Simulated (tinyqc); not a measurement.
# Conductivities from two wire lengths

Inverse problem. A wire with uniform heating p0 per length and ends at the substrate temperature has theta(L/2) = (p0/g)[1 - 1/cosh(L/(2 LH))], LH = sqrt(kap A/g). Find LH, g and kap.

Values chosen for this exercise: cross-section A = 230 nm^2; peak heating per length p0 = 0.12 uW/nm.

theta at the middle for L = 340 and 680 nm (K): 26.492342  55.164738

Solution. With c = cosh(L1/(2 LH)) the longer wire has 2 c^2 - 1. The ratio of the two rises falls steadily from 4 to 1 as c grows, so it fixes c; g and kap follow.

LH = 170 nm
g = 1.60 W/(m K)
kap = 200 W/(m K)

Computed by the program tinyqc: `OMP_NUM_THREADS=1 python tinyqc.py 2520149 2520150 out.jsonl`, one thread of a shared Intel Xeon 2.30GHz, about 0.01 s for the whole run.
